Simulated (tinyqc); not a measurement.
Changing the tilt of the sample: Rutherford backscattering from a thin compound film on silicon: kinematics, yields, composition and thickness. Computed by tinyqc, a small Python program. Command: `OMP_NUM_THREADS=1 python tinyqc.py 3024551 3024552 out.jsonl rbs sweep`. One thread of a shared host (Intel(R) Xeon(R) Processor @ 2.30GHz), about 0.01 s of CPU time with the checks.

Singly charged helium ions (Z1 = 2, M1 = 4.0026 u) enter at the tilt angle a1 to the normal and leave at a2 = |180 - theta - tilt| in the same plane. The film is A B_x.

Inputs (values chosen for the exercise, modelled on a helium beam on SiGe):
```
quantity                                value           unit
beam energy E0                            1.7            MeV
scattering angle theta                    150        degrees
heavy element: Z_A                         32              -
heavy element: mass M_A                  72.6              u
heavy element: stopping eps_A at 2 MeV   71.5  1e-15 eV cm^2
light element: Z_B                         14              -
light element: mass M_B                 28.09              u
light element: stopping eps_B at 2 MeV   50.8  1e-15 eV cm^2
atoms of B per atom of A, x               2.6              -
atomic density of the film               49.1         1/nm^3
film thickness d                          110             nm
collected charge                           35   microcoulomb
detector solid angle                      1.3            msr
detector resolution (FWHM)                 16            keV
```

Constants: e^2/(4 pi eps_0) = 14.39964548 eV angstrom; e = 1.602176634e-19 C.

Method:
- Kinematic factor K = [(sqrt(M^2 - M1^2 sin^2 theta) + M1 cos theta)/(M + M1)]^2.
- Surface edges lie at K E0; substrate silicon has M = 28.09 u. Mass resolution at M_A = resolution/(E0 dK/dM).
- Stopping per atom eps(E) = eps(2 MeV) (E/2 MeV)^(-0.4) (a law chosen for the exercise); Bragg rule eps_film = (eps_A + x eps_B)/(1 + x); areal density N d, with 1/nm^2 = 0.1 x 1e15/cm^2.
- Width of the signal of element i: [K_i eps(E0)/cos a1 + eps(K_i E0)/cos a2] N d; depth resolution = resolution x d/width of A; energy lost on the way in = eps(E0) N d/cos a1.
- Rutherford cross section in the laboratory frame: sigma = (Z1 Z e^2/(4 pi eps_0 4E))^2 (4/sin^4 theta) (r + cos theta)^2/r, r = sqrt(1 - (M1 sin theta/M)^2), times the screening factor 1 - 0.049 Z1 Z^(4/3)/E (E in keV); 1 angstrom^2 = 1e8 barn.
- Counts = (charge/e) x solid angle x sigma(E_mean) x areal density of the element/cos a1, E_mean = E0 - half the energy lost on the way in; 1 barn = 1e-24 cm^2. The ratio of areas returns x = (Y_B/Y_A)(sigma_A/sigma_B), with the counting error sqrt(1/Y_A + 1/Y_B).

One run for each value; columns: (1) tilt of the sample (degrees); (2) depth resolution (nm); (3) counting error of x without background (%); (4) energy lost on the way in (keV):
```
(1)     (2)      (3)     (4)
0    26.115  0.58141   32.59
15   27.455  0.57122   33.74
30   26.657  0.54025   37.64
45   23.734  0.48695   46.10
55   20.633  0.43717   56.83
65   16.608  0.37298   77.12
70   14.221  0.33370   95.30
75   11.538  0.28760  125.93
80    8.469  0.23114  187.70
```

Over the rows, depth resolution (nm) goes from 26.1 through a maximum among these rows, 27.5 at 15.0, to 8.47; counting error of x without background (%) falls from 0.581 to 0.231; energy lost on the way in (keV) rises from 32.6 to 188. Tilting lengthens the inward path at once but shortens the outward one up to 180 - theta, so only large tilts clearly sharpen the depth scale, until roughness and straggling (left out) take over.

Caution (all rows): the silicon signal of the film merges with that of the substrate, so only the width of A can be read directly. Caution (all rows): film and substrate silicon overlap, so Y_B must be separated by a fit.

Extremes, crossings and ranges named in words are read from the listed rows.
